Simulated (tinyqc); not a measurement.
Inside a calculation. Model: carrier lifetime from Shockley-Read-Hall, radiative, Auger and surface recombination. Computed by tinyqc, a small Python program that keeps every step. Command: `OMP_NUM_THREADS=1 python tinyqc.py 3026731 3026732 out.jsonl lifetime walk`. One thread of a shared host (Intel(R) Xeon(R) Processor @ 2.30GHz), about 0.02 s of CPU time with the checks. Intermediate numbers are printed to about 5 digits and carried at full precision; extremes and crossings named in words are read from the listed rows.

Energies are counted from the top of the valence band. Boltzmann statistics, full ionisation, and equal excess densities of electrons and holes.

Inputs (values chosen for the exercise, with bands modelled on CdS):

| quantity | value | unit |
|---|---|---|
| gap E_g | 2.49 | eV |
| electron mass m_e | 0.196 | m_0 |
| valleys M_c | 1 | - |
| hole mass m_h | 0.789 | m_0 |
| temperature T | 350 | K |
| doping N | 1.9e+14 | cm^-3 |
| trap level E_t | 2.04 | eV |
| trap density N_t | 2.1e+14 | cm^-3 |
| electron cross-section sigma_n | 5.8e-14 | cm^2 |
| hole cross-section sigma_p | 2.4e-14 | cm^2 |
| radiative coefficient B | 4.4e-11 | cm^3/s |
| Auger coefficient C_n | 4.5e-30 | cm^6/s |
| Auger coefficient C_p | 3.3e-30 | cm^6/s |
| excess density dn | 1.7e+15 | cm^-3 |
| generation rate G | 3.3e+22 | cm^-3 s^-1 |
| diffusion coefficient D | 58 | cm^2/s |
| surface velocity S | 160 | cm/s |
| thickness W | 290 | micrometre |

Doping: n-type. Surface term: two equal surfaces.

Constants: m_0 = 9.1093837015e-31 kg; k_B = 1.380649e-23 J/K; h = 6.62607015e-34 J s; k_B = 8.617333262e-05 eV/K.

## Equilibrium densities

N_c = 2 M_c (2 pi m_e k_B T/h^2)^(3/2) and N_v = 2 (2 pi m_h k_B T/h^2)^(3/2), masses in units of m_0. n_i = sqrt(N_c N_v) exp(-E_g/2 k_B T); majority density N/2 + sqrt(N^2/4 + n_i^2), minority density n_i^2 over it.

N_c = 2.7440e+18 cm^-3

N_v = 2.2162e+19 cm^-3

n_i = 9.2211 cm^-3

n_0 = 1.90e+14 cm^-3

p_0 = 4.4752e-13 cm^-3

## Capture times and SRH densities

v = sqrt(3 k_B T/m) with m_e or m_h; tau_n0 = 1/(sigma_n v_n N_t), tau_p0 = 1/(sigma_p v_p N_t); n1 = N_c exp(-(E_g - E_t)/k_B T), p1 = N_v exp(-E_t/k_B T).

v_n = 2.8495e+07 cm/s

v_p = 1.4202e+07 cm/s

tau_n0 = 2.8813e-09 s

tau_p0 = 1.3971e-08 s

n1 = 9.0920e+11 cm^-3

p1 = 9.3519e-11 cm^-3

n1 and p1 are both far below the doping: the level acts as a deep recombination centre. Caution: the trap density is not small against the doping, so trapped charge breaks the equality of the excess densities.

## Surface lifetime

The slowest diffusion mode has x tan x = S W/(2 D) with 0 < x < pi/2 (bisection), and tau_s = W^2/(4 x^2 D). The common approximation is W/(2 S) + W^2/(pi^2 D).

x = 0.19868

tau_s = 9.1837e-05 s

approximate tau_s = 9.2094e-05 s

The approximation is off by 0.28 %. Recombination at the surfaces limits: tau_s is close to W/2S.

## Lifetimes at the given injection

With n = n_0 + dn, p = p_0 + dn and U/dn = 1/tau: (n p - n_i^2)/dn = n_0 + p_0 + dn = s; 1/tau_SRH = s/[tau_p0 (n + n1) + tau_n0 (p + p1)]; 1/tau_rad = B s; 1/tau_Aug = (C_n n + C_p p) s; the rates add, with 1/tau_s. Radiative efficiency = tau_eff/tau_rad; effective diffusion length = sqrt(D tau_eff).

tau_SRH at dn = 1.6569e-08 s

tau_rad at dn = 1.2025e-05 s

tau_Aug at dn = 0.037485 s

effective lifetime at dn = 1.6543e-08 s

radiative efficiency at dn = 0.0013757

effective diffusion length at dn = 9.7954 micrometre

SRH recombination carries 100 % of the rate; dn/N = 8.9 is intermediate injection. Caution: beyond low injection D should be the ambipolar coefficient.

## Steady state under generation

dn solves dn/tau_eff(dn) = G (60 bisections in ln dn between 1e-2 and 1e22 cm^-3); the splitting of the quasi-Fermi levels is k_B T ln(n p/n_i^2).

steady excess density = 5.3128e+14 cm^-3

lifetime in the steady state = 1.6100e-08 s

quasi-Fermi splitting under G = 1.9205 eV

The splitting, an upper bound for e V_oc, is 77 % of the gap.

## Lifetime against injection

Rows stop below half the smaller effective density of states.

Lifetimes (s):

| dn (cm^-3) | SRH | radiative | Auger | effective | radiative efficiency | fastest channel |
|---|---|---|---|---|---|---|
| 1.00e+10 | 1.4038e-08 | 1.1961e-04 | 6.1549e+00 | 1.4034e-08 | 1.1733e-04 | SRH |
| 1.00e+11 | 1.4039e-08 | 1.1955e-04 | 6.1469e+00 | 1.4035e-08 | 1.1740e-04 | SRH |
| 1.00e+12 | 1.4052e-08 | 1.1899e-04 | 6.0682e+00 | 1.4048e-08 | 1.1806e-04 | SRH |
| 1.00e+13 | 1.4178e-08 | 1.1364e-04 | 5.3591e+00 | 1.4174e-08 | 1.2473e-04 | SRH |
| 1.00e+14 | 1.5008e-08 | 7.8370e-05 | 2.1090e+00 | 1.5003e-08 | 1.9143e-04 | SRH |
| 1.00e+15 | 1.6403e-08 | 1.9099e-05 | 9.7093e-02 | 1.6386e-08 | 8.5795e-04 | SRH |
| 1.00e+16 | 1.6799e-08 | 2.2304e-06 | 1.2445e-03 | 1.6671e-08 | 7.4744e-03 | SRH |
| 1.00e+17 | 1.6847e-08 | 2.2684e-07 | 1.2782e-05 | 1.5660e-08 | 6.9035e-02 | SRH |
| 1.00e+18 | 1.6851e-08 | 2.2723e-08 | 1.2817e-07 | 8.9957e-09 | 3.9589e-01 | SRH |

tau_SRH goes from 1.40e-8 s at low injection (the minority capture time, 1.40e-8 s) to 1.69e-8 s in the last row; at high injection it tends to tau_n0 + tau_p0 = 1.69e-8 s. Ruling channel by row: SRH from 1e10 cm^-3.

## Where in the gap a trap does harm

Low injection: tau = [tau_p0 (n_0 + n1) + tau_n0 (p_0 + p1)]/(n_0 + p_0). Depleted region (n = p = 0): generation lifetime tau_g = (tau_p0 n1 + tau_n0 p1)/n_i. n1 = N_c exp(-(E_g - E_t)/k_B T), p1 = N_v exp(-E_t/k_B T).

The same trap at other energies:

| E_t (eV) | SRH lifetime (s) | generation lifetime (s) |
|---|---|---|
| 0.149 | 2.4180e-06 | 4.9535e+07 |
| 0.374 | 1.5354e-08 | 2.8514e+04 |
| 0.622 | 1.3971e-08 | 7.6561e+00 |
| 0.872 | 1.3971e-08 | 1.9238e-03 |
| 1.120 | 1.3971e-08 | 5.1664e-07 |
| 1.245 | 1.3971e-08 | 1.3104e-08 |
| 1.370 | 1.3971e-08 | 3.1024e-07 |
| 1.619 | 1.3971e-08 | 1.1939e-03 |
| 1.868 | 1.3971e-08 | 4.5963e+00 |
| 2.117 | 1.4829e-08 | 1.7695e+04 |
| 2.341 | 1.4572e-06 | 2.9738e+07 |

The SRH lifetime (other channels left aside) stays within 10 % of its least value, among these rows, from E_t = 0.374 to 2.117 eV. The generation lifetime has a sharp minimum, among these rows at 1.245 eV and exactly at 1.253 eV, where tau_p0 n1 = tau_n0 p1, since generation needs two thermal jumps and the larger one rules.

Checks made by the program: n1 p1 = n_i^2 (relative difference below 1e-10); x tan x at the root (relative difference below 1e-10).
